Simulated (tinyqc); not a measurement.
A log to judge: Cahn-Hilliard equation on a periodic one-dimensional grid. Computed by tinyqc. Command: `OMP_NUM_THREADS=1 python tinyqc.py 3012615 3012616 out.jsonl cahn walk`. One thread of a shared host (Intel(R) Xeon(R) Processor @ 2.30GHz), about 0.2 s of CPU time with the checks.

Free energy F = h sum_j [A (c_j^2 - 1)^2/4 + (kappa/2) ((c_(j+1) - c_j)/h)^2]; dc/dt = Lap(mu), mu = A (c^3 - c) - kappa Lap(c), Lap(y)_j = (y_(j+1) - 2 y_j + y_(j-1))/h^2, mobility 1; the grid has n = 12 points.

Inputs (values chosen for the exercise, in reduced units): spacing h = 0.97; well depth A = 0.7; gradient coefficient kappa = 1.4; mean composition c0 = 0.097; noise amplitude = 0.1; time step dt = 0.16; end time = 150.

Scheme: explicit Euler.

Method:
- Start: c_j = c0 + amplitude x (z_j - mean of z).
- c(new) = c + dt Lap(mu).
- Run to the end time; break off if |c| exceeds 3 or F has risen by more than 1e-9 in more than 30 steps. Domains = stretches with c > c0.

Course:
```
step     t        F     min c    max c  domains
0     0.00    2.062   0.00958  0.16918        4
6     0.96  346.182  -3.97996  4.39905        6
```

Can the last value be used, and what does the course show?

No. F rose in 5 steps, which the true dynamics forbid. dt is 2.50 times the explicit limit, so the shortest wave, which alternates from point to point, is amplified. Reruns converge with time step dt = 0.04; or with scheme = semi-implicit Fourier.
